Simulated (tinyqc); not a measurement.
Stretching all distances: RHF, UHF, MP2, CISD and CCSD against full CI in the sto-3g basis, for BeH2, spin multiplicity 1. Computed by the program tinyqc with PySCF. All coordinates are multiplied by the scale. c0^2 is the weight of the RHF determinant in the lowest singlet FCI state (UHF is spin-contaminated and may lie near states of higher spin) and n(LUMO) the first natural occupation beyond the occupied space.

Geometry (angstrom):
```
atom,x,y,z
Be,0.0000,0.0000,0.0000
H,0.0000,1.2990,0.1480
H,0.0000,-1.2990,0.1480
```

Full CI energy (hartree) and errors against it (kcal/mol):
```
scale,distance 1-2 (angstrom),E(FCI),RHF,UHF,MP2,CISD,CCSD,<S^2> UHF,c0^2,n(LUMO)
0.880,1.151,-15.56877,18.151,18.151,5.648,0.327,0.188,0.000,0.979,0.019
1.160,1.517,-15.57150,28.241,28.241,10.358,0.826,0.388,0.000,0.958,0.047
1.430,1.870,-15.48090,47.463,47.413,20.169,2.723,1.155,0.060,0.900,0.124
1.710,2.236,-15.38962,81.815,41.859,39.181,8.939,3.726,1.100,0.750,0.343
1.990,2.602,-15.34444,135.440,29.439,69.795,17.479,4.101,1.288,0.455,0.758
```

What does the comparison show, and why?

UHF parts from RHF first at scale 1.43 of those listed, where <S^2> leaves zero. The weight c0^2 goes from 0.98 to 0.46 and n(LUMO) from 0.02 to 0.76: static correlation grows as the bonds break into open-shell fragments. The spread of the error along the curve, which distorts its shape, is CCSD 3.9, CISD 17.2, UHF 29.3, MP2 64.1, RHF 117.3 kcal/mol. The table stops here: at scale 2.27 and beyond, the reference weight falls under 0.45 or RHF, UHF or CCSD hop between solutions, so those rows were left out and the spreads given cover only the rows shown. As computed, partly on other solutions, the errors there reach in size RHF 246, UHF 31, MP2 165, CISD 23, CCSD 1 kcal/mol.
